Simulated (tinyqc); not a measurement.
UHF in the sto-3g basis, for H4, spin multiplicity 3, step by step. This run ends on a higher stationary point, not on the lowest solution. Computed by tinyqc, a small Python program that keeps every step (integrals from PySCF). Settings: charge = 0, multiplicity = 3, basis = sto-3g, energy threshold = 1e-09, iteration cap = 54, orthogonalisation = symmetric, start = highest core orbitals, DIIS depth = 8, DIIS from iteration = 3, shift = 1.0, method = UHF. Command: `OMP_NUM_THREADS=1 python tinyqc.py 30523 30524 out.jsonl` (the two numbers bound the seeds that draw the settings). One thread of a shared host (Intel(R) Xeon(R) Processor @ 2.60GHz), about 0.1 s of CPU time with the checks. Later iterations appear only in the table of the cycle.

## One-electron integrals

Geometry (angstrom):
```
atom,x,y,z
H,0.0000,0.0000,0.0000
H,0.0000,0.0000,1.4740
H,0.0000,0.0000,3.1640
H,0.0000,0.0000,4.6380
```

Basis sto-3g: exponents (1/bohr^2) and contraction coefficients of normalised primitives:
```
element,l (shell),exponent,coefficient
H,s (1),3.4253,0.1543
H,s (1),0.6239,0.5353
H,s (1),0.1689,0.4446
```

Overlap, kinetic and nuclear-attraction integrals over the contracted functions; the nuclear repulsion is the sum of Za Zb / Rab.

nuclear repulsion = 1.479733 hartree

overlap S, lower triangle:
```
,1H 1s,2H 1s,3H 1s,4H 1s
1H 1s,1.0000
2H 1s,0.2665,1.0000
3H 1s,0.0128,0.1942,1.0000
4H 1s,0.0003,0.0128,0.2665,1.0000
```

kinetic energy T (hartree), lower triangle:
```
,1H 1s,2H 1s,3H 1s,4H 1s
1H 1s,0.7600
2H 1s,0.0120,0.7600
3H 1s,-0.0053,-0.0022,0.7600
4H 1s,-0.0003,-0.0053,0.0120,0.7600
```

nuclear attraction V (hartree), lower triangle:
```
,1H 1s,2H 1s,3H 1s,4H 1s
1H 1s,-1.8653
2H 1s,-0.4446,-2.0638
3H 1s,-0.0198,-0.3266,-2.0638
4H 1s,-0.0005,-0.0198,-0.4446,-1.8653
```

core Hamiltonian H = T + V (hartree), lower triangle:
```
,1H 1s,2H 1s,3H 1s,4H 1s
1H 1s,-1.1053
2H 1s,-0.4326,-1.3038
3H 1s,-0.0251,-0.3288,-1.3038
4H 1s,-0.0008,-0.0251,-0.4326,-1.1053
```

## Two-electron integrals

Functions are numbered as in S; the eight-fold symmetry (ij|kl) = (ji|kl) = (kl|ij) leaves the list below.

Two-electron integrals (ij|kl) in chemists' order, unique and non-zero (hartree):
```
i,j,k,l,(ij|kl)
1,1,1,1,0.7746
2,1,1,1,0.1440
2,1,2,1,0.0405
2,2,1,1,0.3513
2,2,2,1,0.1440
2,2,2,2,0.7746
3,1,1,1,0.0044
3,1,2,1,0.0015
3,1,2,2,0.0069
3,1,3,1,7.54e-05
3,2,1,1,0.0453
3,2,2,1,0.0177
3,2,2,2,0.0988
3,2,3,1,0.0011
3,2,3,2,0.0206
3,3,1,1,0.1672
3,3,2,1,0.0591
3,3,2,2,0.3099
3,3,3,1,0.0044
3,3,3,2,0.0988
3,3,3,3,0.7746
4,1,1,1,7.27e-05
4,1,2,1,2.72e-05
4,1,2,2,1.44e-04
4,1,3,1,1.69e-06
4,1,3,2,3.01e-05
4,1,3,3,1.44e-04
4,1,4,1,4.51e-08
4,2,1,1,0.0023
4,2,2,1,0.0008
4,2,2,2,0.0044
4,2,3,1,5.62e-05
4,2,3,2,0.0011
4,2,3,3,0.0069
4,2,4,1,1.69e-06
4,2,4,2,7.54e-05
4,3,1,1,0.0364
4,3,2,1,0.0121
4,3,2,2,0.0591
4,3,3,1,0.0008
4,3,3,2,0.0177
4,3,3,3,0.1440
4,3,4,1,2.72e-05
4,3,4,2,0.0015
4,3,4,3,0.0405
4,4,1,1,0.1141
4,4,2,1,0.0364
4,4,2,2,0.1672
4,4,3,1,0.0023
4,4,3,2,0.0453
4,4,3,3,0.3513
4,4,4,1,7.27e-05
4,4,4,2,0.0044
4,4,4,3,0.1440
4,4,4,4,0.7746
```

## Orthogonalisation

S = U s U^T; symmetric (Loewdin) form X = U s^(-1/2) U^T, so that X^T S X = 1.

eigenvalues of S: 0.6312  0.8016  1.1743  1.3929

X, lower triangle:
```
,1H 1s,2H 1s,3H 1s,4H 1s
1H 1s,1.0286
2H 1s,-0.1421,1.0443
3H 1s,0.0148,-0.1064,1.0443
4H 1s,-0.0022,0.0148,-0.1421,1.0286
```

## Starting guess

The start is the highest orbitals of the core Hamiltonian (a deliberately bad start); D(s) = C_occ C_occ^T for each spin.

D(alpha) at the start, lower triangle:
```
,1H 1s,2H 1s,3H 1s,4H 1s
1H 1s,1.0546
2H 1s,-0.3881,0.7665
3H 1s,-0.0459,-0.5822,0.7665
4H 1s,-0.0325,-0.0459,-0.3881,1.0546
```

D(beta) at the start, lower triangle:
```
,1H 1s,2H 1s,3H 1s,4H 1s
1H 1s,0.4393
2H 1s,-0.3669,0.3064
3H 1s,0.3669,-0.3064,0.3064
4H 1s,-0.4393,0.3669,-0.3669,0.4393
```

## Iteration 1: building the Fock matrix

J_ij = sum D_kl (ij|kl) with D = D(alpha) + D(beta), K_ij = sum D_kl (ik|jl) for each spin; F = H + J - K(s); E = tr D H + tr D J / 2 - 0.5 sum_s tr D(s) K(s) + E_nn.

Coulomb J (hartree), lower triangle:
```
,1H 1s,2H 1s,3H 1s,4H 1s
1H 1s,1.5353
2H 1s,0.3778,1.4632
3H 1s,0.0167,0.2590,1.4632
4H 1s,0.0004,0.0167,0.3778,1.5353
```

exchange K(alpha) (hartree), lower triangle:
```
,1H 1s,2H 1s,3H 1s,4H 1s
1H 1s,0.7341
2H 1s,0.0943,0.4226
3H 1s,-0.0415,-0.0628,0.4226
4H 1s,-0.0145,-0.0415,0.0943,0.7341
```

exchange K(beta) (hartree), lower triangle:
```
,1H 1s,2H 1s,3H 1s,4H 1s
1H 1s,0.2494
2H 1s,-0.0271,0.1100
3H 1s,0.0226,-0.0186,0.1100
4H 1s,-0.0283,0.0226,-0.0271,0.2494
```

F(alpha) (hartree), lower triangle:
```
,1H 1s,2H 1s,3H 1s,4H 1s
1H 1s,-0.3042
2H 1s,-0.1491,-0.2632
3H 1s,0.0331,-0.0070,-0.2632
4H 1s,0.0142,0.0331,-0.1491,-0.3042
```

F(beta) (hartree), lower triangle:
```
,1H 1s,2H 1s,3H 1s,4H 1s
1H 1s,0.1806
2H 1s,-0.0277,0.0495
3H 1s,-0.0310,-0.0512,0.0495
4H 1s,0.0279,-0.0310,-0.0277,0.1806
```

total energy of this density = -0.951339 hartree

## Iteration 1: diagonalisation and new density

A level shift of 1 hartree raises the virtual space: F + shift (S - S D(s) S), with D(s) the density of one spin. Diagonalise F' = X^T F X, C = X C', fill 3 alpha and 1 beta electrons from the bottom; D(s) = C_occ C_occ^T. Each column has its largest component positive (the first on a tie).

F' = X^T F X (alpha) (hartree), lower triangle:
```
,1,2,3,4
1,-0.2283
2,0.0724,0.1978
3,0.1953,0.4790,0.1978
4,0.0573,0.1953,0.0724,-0.2283
```

orbital energies (alpha) (hartree): MO1 -0.4063, MO2 -0.2484, MO3 -0.1605, MO4 0.7542

coefficients C (alpha):
```
,MO1,MO2,MO3,MO4
1H 1s,0.4422,0.7222,-0.5899,0.1152
2H 1s,0.4911,-0.2708,0.6582,0.6121
3H 1s,-0.4911,-0.2708,-0.6582,0.6121
4H 1s,-0.4422,0.7222,0.5899,0.1152
```

F' = X^T F X (beta) (hartree), lower triangle:
```
,1,2,3,4
1,0.8607
2,0.1721,0.9145
3,-0.2566,0.1014,0.9145
4,0.3742,-0.2566,0.1721,0.8607
```

orbital energies (beta) (hartree): MO1 0.1911, MO2 0.9871, MO3 1.1085, MO4 1.2637

coefficients C (beta):
```
,MO1,MO2,MO3,MO4
1H 1s,0.6631,0.1488,0.3223,0.7160
2H 1s,-0.5530,0.5987,0.6070,-0.2992
3H 1s,0.5530,0.5987,-0.6070,-0.2992
4H 1s,-0.6631,0.1488,-0.3223,0.7160
```

D(alpha) after iteration 1, lower triangle:
```
,1H 1s,2H 1s,3H 1s,4H 1s
1H 1s,1.0651
2H 1s,-0.3667,0.7477
3H 1s,-0.0245,-0.6010,0.7477
4H 1s,-0.0221,-0.0245,-0.3667,1.0651
```

D(beta) after iteration 1, lower triangle:
```
,1H 1s,2H 1s,3H 1s,4H 1s
1H 1s,0.4397
2H 1s,-0.3667,0.3059
3H 1s,0.3667,-0.3059,0.3059
4H 1s,-0.4397,0.3667,-0.3667,0.4397
```

## Iteration 2: building the Fock matrix

As before.

Coulomb J (hartree), lower triangle:
```
,1H 1s,2H 1s,3H 1s,4H 1s
1H 1s,1.5413
2H 1s,0.3776,1.4535
3H 1s,0.0166,0.2570,1.4535
4H 1s,0.0004,0.0166,0.3776,1.5413
```

exchange K(alpha) (hartree), lower triangle:
```
,1H 1s,2H 1s,3H 1s,4H 1s
1H 1s,0.7478
2H 1s,0.1021,0.4116
3H 1s,-0.0377,-0.0689,0.4116
4H 1s,-0.0119,-0.0377,0.1021,0.7478
```

exchange K(beta) (hartree), lower triangle:
```
,1H 1s,2H 1s,3H 1s,4H 1s
1H 1s,0.2497
2H 1s,-0.0270,0.1097
3H 1s,0.0225,-0.0186,0.1097
4H 1s,-0.0283,0.0225,-0.0270,0.2497
```

F(alpha) (hartree), lower triangle:
```
,1H 1s,2H 1s,3H 1s,4H 1s
1H 1s,-0.3118
2H 1s,-0.1571,-0.2619
3H 1s,0.0292,-0.0029,-0.2619
4H 1s,0.0116,0.0292,-0.1571,-0.3118
```

F(beta) (hartree), lower triangle:
```
,1H 1s,2H 1s,3H 1s,4H 1s
1H 1s,0.1863
2H 1s,-0.0280,0.0400
3H 1s,-0.0310,-0.0532,0.0400
4H 1s,0.0280,-0.0310,-0.0280,0.1863
```

total energy of this density = -0.957910 hartree

## Iteration 2: diagonalisation and new density

As before.

F' = X^T F X (alpha) (hartree), lower triangle:
```
,1,2,3,4
1,-0.2498
2,0.0430,0.2160
3,0.1696,0.4996,0.2160
4,0.0399,0.1696,0.0430,-0.2498
```

orbital energies (alpha) (hartree): MO1 -0.4133, MO2 -0.2564, MO3 -0.1600, MO4 0.7621

coefficients C (alpha):
```
,MO1,MO2,MO3,MO4
1H 1s,0.4440,0.7282,-0.5886,0.0671
2H 1s,0.4891,-0.2297,0.6597,0.6286
3H 1s,-0.4891,-0.2297,-0.6597,0.6286
4H 1s,-0.4440,0.7282,0.5886,0.0671
```

F' = X^T F X (beta) (hartree), lower triangle:
```
,1,2,3,4
1,0.8662
2,0.1721,0.9051
3,-0.2563,0.1008,0.9051
4,0.3747,-0.2563,0.1721,0.8662
```

orbital energies (beta) (hartree): MO1 0.1918, MO2 0.9789, MO3 1.1040, MO4 1.2680

coefficients C (beta):
```
,MO1,MO2,MO3,MO4
1H 1s,0.6608,0.1363,0.3269,0.7185
2H 1s,-0.5573,0.6038,0.6031,-0.2886
3H 1s,0.5573,0.6038,-0.6031,-0.2886
4H 1s,-0.6608,0.1363,-0.3269,0.7185
```

D(alpha) after iteration 2, lower triangle:
```
,1H 1s,2H 1s,3H 1s,4H 1s
1H 1s,1.0738
2H 1s,-0.3384,0.7271
3H 1s,0.0038,-0.6216,0.7271
4H 1s,-0.0133,0.0038,-0.3384,1.0738
```

D(beta) after iteration 2, lower triangle:
```
,1H 1s,2H 1s,3H 1s,4H 1s
1H 1s,0.4367
2H 1s,-0.3683,0.3106
3H 1s,0.3683,-0.3106,0.3106
4H 1s,-0.4367,0.3683,-0.3683,0.4367
```

## Iteration 3: building the Fock matrix

As before.

Coulomb J (hartree), lower triangle:
```
,1H 1s,2H 1s,3H 1s,4H 1s
1H 1s,1.5459
2H 1s,0.3775,1.4458
3H 1s,0.0165,0.2554,1.4458
4H 1s,0.0004,0.0165,0.3775,1.5459
```

exchange K(alpha) (hartree), lower triangle:
```
,1H 1s,2H 1s,3H 1s,4H 1s
1H 1s,0.7621
2H 1s,0.1123,0.4010
3H 1s,-0.0326,-0.0749,0.4010
4H 1s,-0.0090,-0.0326,0.1123,0.7621
```

exchange K(beta) (hartree), lower triangle:
```
,1H 1s,2H 1s,3H 1s,4H 1s
1H 1s,0.2471
2H 1s,-0.0274,0.1120
3H 1s,0.0227,-0.0191,0.1120
4H 1s,-0.0279,0.0227,-0.0274,0.2471
```

F(alpha) (hartree), lower triangle:
```
,1H 1s,2H 1s,3H 1s,4H 1s
1H 1s,-0.3214
2H 1s,-0.1675,-0.2589
3H 1s,0.0241,0.0014,-0.2589
4H 1s,0.0087,0.0241,-0.1675,-0.3214
```

F(beta) (hartree), lower triangle:
```
,1H 1s,2H 1s,3H 1s,4H 1s
1H 1s,0.1935
2H 1s,-0.0277,0.0300
3H 1s,-0.0312,-0.0544,0.0300
4H 1s,0.0276,-0.0312,-0.0277,0.1935
```

total energy of this density = -0.968046 hartree

## Iteration 3: diagonalisation and new density

As before.

F' = X^T F X (alpha) (hartree), lower triangle:
```
,1,2,3,4
1,-0.2728
2,0.0042,0.2366
3,0.1358,0.5204,0.2366
4,0.0224,0.1358,0.0042,-0.2728
```

orbital energies (alpha) (hartree): MO1 -0.4211, MO2 -0.2696, MO3 -0.1578, MO4 0.7761

coefficients C (alpha):
```
,MO1,MO2,MO3,MO4
1H 1s,0.4498,0.7312,-0.5842,0.0089
2H 1s,0.4826,-0.1789,0.6644,0.6449
3H 1s,-0.4826,-0.1789,-0.6644,0.6449
4H 1s,-0.4498,0.7312,0.5842,0.0089
```

F' = X^T F X (beta) (hartree), lower triangle:
```
,1,2,3,4
1,0.8769
2,0.1741,0.8911
3,-0.2578,0.1051,0.8911
4,0.3710,-0.2578,0.1741,0.8769
```

orbital energies (beta) (hartree): MO1 0.1919, MO2 0.9710, MO3 1.0999, MO4 1.2732

coefficients C (beta):
```
,MO1,MO2,MO3,MO4
1H 1s,0.6548,0.1237,0.3388,0.7207
2H 1s,-0.5681,0.6088,0.5929,-0.2780
3H 1s,0.5681,0.6088,-0.5929,-0.2780
4H 1s,-0.6548,0.1237,-0.3388,0.7207
```

D(alpha) after iteration 3, lower triangle:
```
,1H 1s,2H 1s,3H 1s,4H 1s
1H 1s,1.0783
2H 1s,-0.3019,0.7064
3H 1s,0.0403,-0.6424,0.7064
4H 1s,-0.0089,0.0403,-0.3019,1.0783
```

D(beta) after iteration 3, lower triangle:
```
,1H 1s,2H 1s,3H 1s,4H 1s
1H 1s,0.4288
2H 1s,-0.3720,0.3228
3H 1s,0.3720,-0.3228,0.3228
4H 1s,-0.4288,0.3720,-0.3720,0.4288
```

## Convergence

Stop when the energy changes by less than 1e-09 hartree and every element of the error matrix X^T (F D S - S D F) X (for each spin) is below 9e-06.

Course of the cycle:
```
iteration,E (hartree),change,largest element of the error matrix
1,-0.951339,-,2.71e-02
2,-0.957910,-6.57e-03,3.36e-02
3,-0.968046,-1.01e-02,4.15e-02
4,-0.983568,-1.55e-02,5.01e-02
5,-0.983552,1.63e-05,4.99e-02
6,-0.978867,4.68e-03,4.75e-02
7,-0.974793,4.07e-03,4.51e-02
8,-0.971200,3.59e-03,4.27e-02
9,-0.968113,3.09e-03,4.04e-02
10,-0.965575,2.54e-03,3.81e-02
11,-0.963568,2.01e-03,3.60e-02
12,-0.963439,1.29e-04,3.52e-02
13,-0.958920,4.52e-03,3.02e-02
14,-0.958949,-2.93e-05,2.90e-02
...,...,...,...
41,-1.084908,-1.01e-02,7.04e-02
42,-1.099819,-1.49e-02,7.38e-02
43,-1.095351,4.47e-03,7.11e-02
44,-1.091747,3.60e-03,6.86e-02
45,-1.088540,3.21e-03,7.00e-02
46,-1.087678,8.62e-04,7.14e-02
47,-1.085906,1.77e-03,7.27e-02
48,-1.084871,1.03e-03,7.38e-02
49,-1.083327,1.54e-03,7.47e-02
50,-1.069241,1.41e-02,7.29e-02
51,-1.058869,1.04e-02,7.10e-02
52,-1.067037,-8.17e-03,7.17e-02
53,-1.074245,-7.21e-03,7.22e-02
54,-1.076401,-2.16e-03,7.06e-02
```

PySCF UHF in the same basis, after a stability check = -1.860812 hartree

Not converged within the cap of 54 iterations: the residual wanders without falling. Reruns (cap 100 unless said): DIIS 8: converged in 13 to a higher stationary point; damping 0.5: not converged; level shift 0.5: converged in 85 to a higher stationary point; atomic densities as start, DIIS 8: converged in 15 to a higher stationary point; the original settings with a cap of 400: converged in 223 to a higher stationary point.
